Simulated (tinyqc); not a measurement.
Heat flow across a film from the phonon Boltzmann equation in the relaxation-time approximation. From flux J back to film thickness L. Computed by tinyqc, a small Python program. Command: `OMP_NUM_THREADS=1 python tinyqc.py 3009385 3009386 out.jsonl slabbte inv`. One thread of a shared host (Intel(R) Xeon(R) Processor @ 2.30GHz), about 0.03 s of CPU time with the checks.

Two black walls, hot at x = 0 and cold at x = L, emit phonons isotropically. For one free path Lambda, with tau = x/Lambda, tau_L = L/Lambda and phi = (T - T_cold)/Delta T, energy balance gives phi(tau) = (1/2) [E2(tau) + int_0^tau_L phi(s) E1(|tau - s|) ds]; E_n are the exponential integrals. The flux over the ballistic flux C v Delta T/4 is psi = 1 - 2 int_0^tau_L phi(s) E2(s) ds, and kappa_eff/kappa = (3/4) tau_L psi. kappa = C v Lambda/3 is an input, so at fixed kappa a longer free path means a smaller C v.

Inputs (values chosen for the exercise, modelled on diamond):

| quantity | value | unit |
|---|---|---|
| bulk conductivity kappa | 1920 | W/(m K) |
| wall temperature difference Delta T | 17 | K |
| free path Lambda_1 | 290 | nm |
| free path Lambda_2 | 2800 | nm |
| share f_2 of kappa | 0.22 | - |

Free-path groups: two.

Method:
- Cut the film into n equal cells with constant phi, collocated at the centres c_i: the kernel integrates to A_ij = |E2(|c_i - e_j|) - E2(|c_i - e_(j+1)|)|/2 for cell edges e_j, and A_ii = 1 - E2(half a cell); solve (1 - A) phi = E2(c)/2; psi = 1 - 2 sum_j phi_j [E3(e_j) - E3(e_(j+1))].
- Each group is solved on its own with 150 and 300 cells, psi = (4 psi(300) - psi(150))/3, and weighted by its share of kappa (f_1 is what the others leave); exchange of energy between groups inside the film is left out.
- Flux J = kappa_eff Delta T/L; apparent boundary resistance per wall (L/kappa_eff - L/kappa)/2.

Task: A run gave the result below. Find the film thickness L, known to lie between 110 and 240 nm.

flux J = 46.22894 GW/m^2

Result:

Each step takes the trial c = (a f_b - b f_a)/(f_b - f_a), f being the result less the target and a, b, c the logarithms of the listed values; c replaces end b, the old b replaces a if the sign of f changed, and otherwise f_a is halved.

Scan of the range:

| film thickness L (nm) | flux J (GW/m^2) |
|---|---|
| 110 | 51.5772 |
| 125 | 50.0641 |
| 143 | 48.3775 |
| 162 | 46.7312 |
| 185 | 44.8982 |
| 211 | 43.0081 |
| 240 | 41.0947 |

False position (Illinois rule, in the logarithm of the input) inside the bracket:

| step | end a | end b | trial | flux J (GW/m^2) |
|---|---|---|---|---|
| 1 | 162.000 | 185.000 | 168.002 | 46.2369 |
| 2 | 185.000 | 168.002 | 168.098 | 46.2291 |
| 3 | 185.000 | 168.098 | 168.101 | 46.2288 |
| 4 | 168.098 | 168.101 | 168.100 | 46.2289 |

Flux J falls at every point of a 13-point scan of the range (every second point is shown), so one value fits; it is bracketed by 162 and 185. Answer: film thickness L = 168.1 nm.
